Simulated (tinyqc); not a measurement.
Inside a calculation: shallow acceptor in the spherical four-band model. Values are carried at full precision from step to step, so a last printed digit may differ when a step is redone from the rounded ones.

Units Ry* = Ry/(g1 eps^2) and a* = a0 eps g1; mu = (6 g3 + 4 g2)/(5 g1) is the spherical heavy-light coupling and delta = (g3 - g2)/g1 the cubic term, which is left out.

Constants: Ry = 13.60569312 eV; a0 (Bohr radius) = 0.5291772105 angstrom.

Values chosen for the exercise (near those of a shallow acceptor in GaSb; shifted at random, so the results belong to these values and not to a real crystal):
- g1 = 13.23 (Luttinger gamma1)
- g2 = 4.75 (gamma2)
- g3 = 5.91 (gamma3)
- eps = 15.4 (dielectric constant)
- al = (1.44, 8.64) 1/a*^2 (exponents a_i, the same for f and g)
- Dso = 0.725 eV (spin-orbit splitting)

## Units and couplings

Give Ry*, a*, mu, delta and the spherical masses 1/(g1 (1 -/+ mu)).

Ry* = 4.336 meV
a* = 107.82 angstrom
mu = 0.8233
delta = 0.0877

heavy and light mass (m0): 0.4277  0.0415

A hydrogen model with the heavy mass would bind by Ry*/(1 - mu) = 24.5 meV and with the light mass by 2.4 meV. delta/mu = 0.11: the cubic term is a modest correction.

## Matrices in a small basis

The ground state 1S3/2 has an L = 0 part f(r) and an L = 2 part g(r). In units of Ry* and a*, with Gaussians f_i = exp(-a_i r^2), g_i = r^2 exp(-a_i r^2), A = a_i + a_j and I(n) = Gamma((n + 1)/2)/(2 A^((n + 1)/2)): S_ff = I(2), S_gg = I(6), H_ff = (6 a_i a_j/A) I(2) - 2 I(1), H_gg = (14 a_i a_j/A) I(6) - 2 I(5), H_fg = -mu [15 I(2) - 20 a_j I(4) + 4 a_j^2 I(6)]; each function is then normalised. The split-off band is left out.

Form S and H.

S, lower triangle:
```
        f1      f2      g1      g2
f1  1.0000
f2  0.5855  1.0000
g1       0       0  1.0000
g2       0       0  0.2868  1.0000
```

H (Ry*), lower triangle:
```
         f1        f2      g1       g2
f1   0.4902
f2   0.1409   16.5388
g1  -4.5915   -7.9001  8.0374
g2  -1.3167  -27.5491  3.8595  55.4767
```

## Ground state in the small basis

Solve H u = E S u for the lowest level of the acceptor; the first half of the basis is L = 0 and the second L = 2. Give E, E without the f-g block, and the L = 2 weight u_g S_gg u_g with u S u = 1.

E = -2.462 Ry*
E without coupling = 0.489 Ry*
L = 2 weight = 0.274

Without the coupling the exact value is -1, which this basis, tuned to the compact coupled state, misses by 1.489. The coupling to L = 2 takes the level to 2.46 times that exact value.

## Converged result

Converged values use 22 exponents 2.2^i, i = -7 to 14, for f and for g.
Ground and next level of the same symmetry, L = 2 weight and mean radius.

1S3/2 and 2S3/2 (Ry*): -2.868  -0.864

binding energies (meV): 12.4  3.7

L = 2 weight = 0.318
<r> = 63.2 angstrom

The small basis reaches 86 % of the binding. The ratio 1S/2S is 3.32 (4 for hydrogen). The binding is 0.02 of Dso, so leaving out the split-off band is safe.

## Checks

- Level at mu = 0 against -1 Ry*: both -1.0000.
- Ground level from a second, denser basis, Ry*: both -2.868.

Computed by tinyqc, a small Python program: `OMP_NUM_THREADS=1 python tinyqc.py 1280764 1280765 out.jsonl` (the numbers bound the seed that draws the inputs); one thread of a shared host (Intel(R) Xeon(R) Processor @ 2.30GHz), about 0.05 s for the whole set of steps.
